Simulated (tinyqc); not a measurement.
# Biaxially strained (001) channel, valley splitting in an inversion layer: what changes with what

A thin layer grown on a relaxed buffer is stretched in the plane. The two valleys with their long axis along the growth direction (D2) sink against the four in-plane ones (D4); confinement in a triangular well splits them too. Only the lowest subband of each set is kept; one relaxation time, so the weakening of intervalley scattering is left out.

Inputs (values chosen for the exercise); values close to those of silicon on relaxed silicon-germanium: temperature T = 273 K; germanium share of the relaxed buffer x = 0.4; lattice mismatch per unit x b1 = 0.0418; elastic constant c11 = 168 GPa; elastic constant c12 = 65.7 GPa; shear deformation potential Xu = 8.83 eV; longitudinal mass ml = 0.941 m0; transverse mass mt = 0.193 m0; confining field F = 1.09 MV/cm; inversion density Ns = 5.4e12 cm^-2; Burgers vector bv = 0.384 nm.

Constants: q = 1.602176634e-19 C, kB = 1.380649e-23 J/K, hbar = 1.054571817e-34 J s, m0 = 9.1093837015e-31 kg, Vt = kB T/q, hbar^2/(2 m0) = 0.0380998212 eV nm^2. Results are converted to the units shown.

Each table varies one quantity; the others keep the values above.

## Effect of the inversion density

e_par = b1 x, e_perp = -2 (c12/c11) e_par, splitting D = Xu (e_par - e_perp), in-plane stress (c11 + c12 - 2 c12^2/c11) e_par. Levels E(m) = 2.33811 (hbar^2 q^2 F^2/(2 m))^(1/3): E2 = E(ml), E4 = E(mt) + D; N2 = 2 mt kB T/(pi hbar^2), N4 = 4 sqrt(mt ml) kB T/(pi hbar^2). EF solves Ns = N2 ln(1 + exp((EF - E2)/Vt)) + N4 ln(1 + exp((EF - E4)/Vt)); f2 is the share in D2, and 1/mc = f2/mt + (1 - f2)(1/mt + 1/ml)/2. The gain is mc(x = 0)/mc.

The same in every row: D (meV) = 263.11.

Effect of the inversion density:
```
Ns (cm^-2),f2 without strain,f2,mc (m0),gain
2e11,0.98028,1.0000,0.19300,1.0079
3.9e11,0.97980,1.0000,0.19300,1.0081
7.5e11,0.97884,1.0000,0.19300,1.0085
1.4e12,0.97697,1.0000,0.19300,1.0092
2.8e12,0.97220,1.0000,0.19300,1.0112
5.4e12,0.96003,1.0000,0.19300,1.0161
1e13,0.92419,1.0000,0.19300,1.0311
2e13,0.79116,0.99999,0.19300,1.0905
```

As Ns goes from 2e11 to 2e13 cm^-2, f2 stays near 1.00 (without strain: it falls from 0.980 to 0.791) and the gain rises from 1.01 to 1.09. At Ns = 2e13 cm^-2 the second D2 subband, left out here, lies within 2 Vt of EF or below it.

## Effect of the germanium share of the relaxed buffer

Same model as above.

Critical thickness (Matthews-Blakeslee, 60-degree dislocations): h = bv (1 - nu/4)[ln(h/bv) + 1]/(4 pi e_par (1 + nu)), nu = c12/(c11 + c12).

The same in every row: f2 without strain = 0.9600.

Effect of the germanium share of the relaxed buffer:
```
x,D (meV),f2,mc (m0),gain,critical thickness (nm)
0.03,19.73,0.9819,0.1944,1.009,119.1
0.09,59.20,0.9965,0.1933,1.015,31.96
0.15,98.67,0.9993,0.1931,1.016,16.93
0.21,138.1,0.9999,0.1930,1.016,11.00
0.27,177.6,1.000,0.1930,1.016,7.909
0.33,217.1,1.000,0.1930,1.016,6.037
0.39,256.5,1.000,0.1930,1.016,4.795
0.45,296.0,1.000,0.1930,1.016,3.917
```

As x goes from 0.03 to 0.45, f2 rises from 0.982 to 1.00 (without strain: it stays at 0.960) and the gain rises from 1.01 to 1.02. The gain cannot pass 1.016, reached when D4 is empty, while the critical thickness falls from 119 to 3.92 nm.

Program tinyqc, `OMP_NUM_THREADS=1 python tinyqc.py 2530003 2530004 out.jsonl`; Intel Xeon 2.30GHz, shared host, one thread, about 0.01 s.
